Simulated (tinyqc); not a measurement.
Comparisons within one model: k.p theory built from an empirical-pseudopotential calculation at Gamma. A value that a table varies takes the place of the one given here.

Empirical pseudopotential on the fcc lattice, atoms at +/- tau, tau = a (1,1,1)/8, no spin-orbit coupling. H(G,G') = c (2 pi/a)^2 |k + G|^2 delta + VS(q) cos(q.tau) + i VA(q) sin(q.tau), q = G - G', c = hbar^2/2m0; k and G in units of 2 pi/a; VS at |q|^2 = 3, 8, 11 and VA at 3, 4, 11, in rydberg, zero elsewhere. The basis is fixed: all 59 G with |G|^2 up to Gcut. Energies are counted from the fourth level at Gamma.

k.p in the lowest n states at Gamma: H_nm = (E_n + c k^2) delta + 2 c k.<n|G|m>, k in 1/angstrom; with all states of the basis it is exact.

Empirical pseudopotential on the fcc lattice, atoms at +/- tau, tau = a (1,1,1)/8, no spin-orbit coupling. H(G,G') = c (2 pi/a)^2 |k + G|^2 delta + VS(q) cos(q.tau) + i VA(q) sin(q.tau), q = G - G', c = hbar^2/2m0; k and G in units of 2 pi/a; VS at |q|^2 = 3, 8, 11 and VA at 3, 4, 11, in rydberg, zero elsewhere. The basis holds all G with |G|^2 up to a cut-off. Energies are counted from the fourth level at Gamma.

For a multiplet A of d_A states, W(B) = (4 c/(3 d_A)) sum over n in A, m in B and i = x, y, z of |<n|G_i|m>|^2 (G in 1/angstrom, <n|G_i|m> = sum_G c_n(G)* G_i c_m(G)); the mean inverse mass of A is 1 + sum_B W(B)/(E_A - E_B). Multiplets with W = 0 are left out.

Valence parameters: D(u) = c + 4 c^2 sum_m <n|u.G|m><m|u.G|n'>/(0 - E_m) on the valence triplet, in units of c, has eigenvalues L, M, M along [100] and (L + 2M + 2N)/3, (L + 2M - N)/3 twice along [111]; g1 = -(L + 2M)/3, g2 = -(L - M)/6, g3 = -N/6.

Constants: hbar^2/2m0 = 3.80998211 eV angstrom^2; Ry = 13.60569312 eV.

Inputs chosen for the exercise (near those of InAs; the results hold for these values, not for the real material):
```
symbol  value                   unit        meaning
a       6.05                    angstrom    lattice constant
VS      (-0.224, -0.001, 0.05)  Ry          symmetric form factors
VA      (0.082, 0.048, 0.029)   Ry          antisymmetric form factors
Gcut    12                      (2 pi/a)^2  largest |G|^2 of the fixed basis
VS3     -0.224                  Ry
VS8     -0.001                  Ry
VS11    0.05                    Ry
VA3     0.082                   Ry
VA4     0.048                   Ry
VA11    0.029                   Ry
```

## How many bands a k.p model needs: band 5 from Gamma to X

Band 5 (counted from below) at k = f (1, 0, 0) 2 pi/a; n ends on whole multiplets.

Energies (eV):
```
f,n = 8,n = 15,n = 27,n = 59 (exact)
0.000,0.466,0.466,0.466,0.466
0.125,1.301,1.256,1.254,1.254
0.250,2.473,2.236,2.229,2.227
0.375,3.796,3.023,3.009,3.005
0.500,5.262,2.906,2.868,2.862
0.625,6.332,2.625,2.559,2.550
0.750,7.104,2.459,2.354,2.340
0.875,8.014,2.428,2.268,2.246
1.000,9.063,2.481,2.271,2.226
```

With n = 8 the band stays within 0.05 eV of the exact one up to f = 0.125 (error at X: +6.836 eV). With n = 15 the band stays within 0.05 eV of the exact one up to f = 0.500 (error at X: +0.255 eV). With n = 27 the band stays within 0.05 eV of the exact one over the whole line (error at X: +0.045 eV). A smaller basis can only raise a level. The exact band has its minimum on these points at f = 0.000; n = 8 puts it at f = 0.000.

## Convergence with the plane-wave basis

E_s is the lowest empty singlet, Ep its W to the valence triplet, m its mass.

Results:
```
cut-off,plane waves,E_s (eV),Ep (eV),m (m0),g1,g2,g3
8,27,0.485,14.26,0.0329,11.04,4.60,5.21
11,51,0.429,14.62,0.0286,12.51,5.47,5.90
12,59,0.466,14.61,0.0310,11.66,4.99,5.47
16,65,0.455,14.66,0.0302,11.96,5.14,5.62
19,89,0.458,14.65,0.0304,11.89,5.11,5.58
20,113,0.476,14.64,0.0316,11.49,4.90,5.38
24,137,0.478,14.64,0.0317,11.45,4.87,5.36
```

Against the last row, E_s errs most, by -0.049 eV, at cut-off 11, and by -0.002 eV in the last row but one. Ep varies by 2.7 % over the table and m by 13.7 %: the mass, near E_s/Ep, inherits the errors of both. Local form factors fix the converged values only roughly. The gap is a difference of two levels, so it need not converge steadily, and here it does not.

## What each form factor does (empirical-pseudopotential levels)

Lowest empty singlet and triplet at Gamma and the valence width there (fixed basis); lowest empty level at X = (1,0,0) and L = (1/2,1/2,1/2) from the valence top, these levels and that top with all |k + G|^2 up to 21. Singlet and triplet count orbital degeneracy. VS3 is VS at |q|^2 = 3, and so on. The row for a keeps the form factors fixed, so it is no model of a real expansion, which changes them too. Each row changes one parameter from the base and keeps the others.

Results:
```
case,singlet (eV),triplet (eV),X (eV),L (eV),width (eV)
base,0.466,4.580,2.217,1.567,11.275
a = 6.111 angstrom,0.523,4.606,2.336,1.653,11.064
VS3 = -0.214 Ry,0.449,4.445,1.970,1.440,11.256
VS8 = 0.009 Ry,0.853,4.483,2.210,1.742,11.065
VS11 = 0.06 Ry,0.940,4.740,2.464,1.884,11.019
VA3 = 0.092 Ry,0.593,4.723,2.430,1.671,11.347
VA4 = 0.058 Ry,0.540,4.789,2.257,1.766,11.366
VA11 = 0.039 Ry,0.220,4.559,2.078,1.462,11.427
```

The largest shifts from the base row, up to three for each result and ties (the steps differ in size, so this ranks the rows, not the parameters). singlet (eV): VS11 +0.473, VS8 +0.386, VA11 -0.246. triplet (eV): VA4 +0.210, VS11 +0.160, VA3 +0.143. X (eV): VS3 -0.247, VS11 +0.247, VA3 +0.213. L (eV): VS11 +0.317, VA4 +0.199, VS8 +0.175. width (eV): VS11 -0.257, a -0.212, VS8 -0.211.

Program tinyqc; command `OMP_NUM_THREADS=1 python tinyqc.py 1050585 1050586 out.jsonl`; about 0.4 s on one thread of a shared Intel(R) Xeon(R) Processor @ 2.30GHz.
